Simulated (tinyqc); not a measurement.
Moments against temperature: two-sublattice mean-field magnet: ferrimagnet, compensation points and susceptibility. Computed by tinyqc, a small Python program. Command: `OMP_NUM_THREADS=1 python tinyqc.py 3005458 3005459 out.jsonl ferri walk`. One thread of a shared host (Intel(R) Xeon(R) Processor @ 2.30GHz), about 0.01 s of CPU time with the checks.

A random alloy A(1-x)B(x) with H = -sum over pairs J S_i.S_j. a = <S_A> and b = <S_B> are taken along z, a > 0. Exchange fields: h_A = (1 - x) zJ_AA a + x zJ_AB b, h_B = (1 - x) zJ_AB a + x zJ_BB b; a = S_A B_(S_A)(S_A h_A/(k_B T)) and likewise for b, with the Brillouin function B_S(y) = [(2S + 1)/(2S)] coth[(2S + 1) y/(2S)] - [1/(2S)] coth[y/(2S)].

Inputs (values chosen for the exercise, for a model ferrimagnet):
```
quantity               value  unit
spin S_A                   1     -
spin S_B                 2.5     -
g factor g_A               2     -
g factor g_B               2     -
fraction x of B sites   0.18     -
z J_AA                  89.6   meV
z J_BB                   9.4   meV
z J_AB                   -19   meV
T over T_c              0.51     -
```

Constants: k_B = 8.617333262e-05 eV/K.

Method:
- Linearised, T (a, b) = M (a, b) with M_ij = S_i (S_i + 1) c_j zJ_ij/(3 k_B), c_A = 1 - x, c_B = x. T_c is the larger eigenvalue, and its eigenvector gives b/a at onset, (T_c - M_AA)/M_AB.
- Repeat from a = S_A, b = -S_B until a and b change by less than 1e-10.
- Net moment m = (1 - x) g_A a + x g_B b in mu_B per site; net spin s = (1 - x) a + x b.

T_c = 594.381 K

Sublattices:
```
T/T_c   T (K)   a/S_A   -b/S_B  m (mu_B)
0.05    29.72  1.0000  0.99983   0.74016
0.15    89.16  1.0000  0.96649   0.77012
0.30   178.31  0.9946  0.83834   0.87659
0.45   267.47  0.9627  0.68190   0.96512
0.60   356.63  0.8880  0.52638   0.98265
0.72   427.95  0.7861  0.40709   0.92283
0.84   499.28  0.6257  0.28585   0.76881
0.92   546.83  0.4568  0.19306   0.57535
0.97   576.55  0.2851  0.11504   0.36404
```

What does the comparison show, and why?

At 0.45 T_c A keeps 0.96 and B 0.68 of saturation. |m| first rises, to 0.983 at 0.6 T_c, because the minority sublattice falls faster (type P).
